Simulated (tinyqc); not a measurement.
Hot electrons in a saturated n-channel MOSFET, lucky-electron model: one step of the calculation.

Beyond pinch-off the lateral field grows as Esat cosh(y/l) over the velocity-saturated region (pseudo-two-dimensional model). Impact ionisation in this region gives the substrate current, which biases the body forward through Rsub. Currents are per width. Local-field laws: they overstate ionisation when the field peak is narrower than an energy relaxation length.

Task. Gate current, lifetime and channel shortening. Ig = Cg Id exp(-pb/(lm Em)); lifetime tau = (Hl/Id)(Isub/Id)^(-m); length of the saturated region dL = l ln[(dV/l + Em)/Esat]. 1 year = 3.15576e7 s.

Parameters, values chosen for the exercise; values close to those of silicon n-channel devices:
```
symbol,value,unit,meaning
lm,9.7,nm,hot-electron mean free path
pb,3.2,V,oxide barrier
Cg,0.0038,,prefactor of the gate current
m,3.1,,lifetime exponent
Hl,25000,s uA/um,lifetime constant
```

Id = 228.95441 uA/um
dV = 1.7881908 V
Em = 0.48744850 MV/cm
Isub = 9.9906080 uA/um
l = 36.840195 nm
Esat = 0.044736842 MV/cm

Give: Isub/Id; Ig; tau; dL.

Result.

Isub/Id = 0.043636
Ig = 1000.7 pA/um
tau = 0.056961 years
dL = 113.45 nm

The lifetime misses ten years.

tinyqc, about 0.01 s, one thread, Intel Xeon 2.30GHz (shared host): `OMP_NUM_THREADS=1 python tinyqc.py 2550061 2550062 out.jsonl`
